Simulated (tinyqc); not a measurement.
Dopants and charged point defects at anneal temperature: Fermi-level effect, clustering and pairing: one step, computed by the program tinyqc. Command: `OMP_NUM_THREADS=1 python tinyqc.py 3014566 3014567 out.jsonl pairing walk`. One thread of a shared host (Intel(R) Xeon(R) Processor @ 2.30GHz), about 0.03 s of CPU time with the checks.

Boltzmann statistics and full ionisation of active dopants. Energies are counted from the valence band; the defect (a vacancy or self-interstitial) has five charge states, with all degeneracy factors one.

Problem. Charged defects. C_0 = N_s exp(S_f/k_B) exp(-H_f/k_B T). Ratios to the neutral state at E_F = E_i: r_+ = exp((E(+/0) - E_i)/k_B T), r_2+ = r_+ exp((E(2+/+) - E_i)/k_B T), r_- = exp((E_i - E(0/-))/k_B T), r_2- = r_- exp((E_i - E(-/2-))/k_B T); at other E_F state q scales as chi^(-q). The enhancement is sum r_q chi^(-q)/sum r_q. The charge on the defects is left out of neutrality.

Inputs (values chosen for the exercise, with bands modelled on GaAs):
```
quantity                                        value   unit
anneal temperature T                             1070      K
formation enthalpy of the neutral defect H_f     3.17     eV
formation entropy S_f                             8.9    k_B
site density N_s                              4.2e+22  cm^-3
```

Dopant: donor. Second part: clustering of the dopant.

defect levels as fractions of E_g(T): (2+/+), (+/0), (0/-), (-/2-): 0.18  0.16  0.63  0.63

E_g = 1.030779 eV

k_B T = 0.09220547 eV

n_i = 5.055194e+16 cm^-3

E_i = 0.6553740 eV

chi = 161.6692

Give: neutral defects C_0; Charge states; all defects, doped; enhancement over intrinsic; mean charge.

Solution.

neutral defects C_0 = 3.6103e+11 cm^-3

Charge states:
```
state     ratio r  intrinsic (cm^-3)  doped (cm^-3)
2+     2.9991e-05         1.0828e+07     4.1427e+02
+      4.8972e-03         1.7680e+09     1.0936e+07
0      1.0000e+00         3.6103e+11     3.6103e+11
-      1.0670e+00         3.8523e+11     6.2280e+13
2-     1.1386e+00         4.1106e+11     1.0744e+16
```

all defects, doped = 1.0806e+16 cm^-3

enhancement over intrinsic = 9323.2

mean charge = -1.9942 e

Doping leaves the neutral state alone and multiplies the total by 9320; the most common state is 2- (in intrinsic material 2-). Caution: the carrier density exceeds the effective density of states, where Boltzmann statistics understate the shift of E_F and so the density of charged defects (gap narrowing, also left out, works the other way).
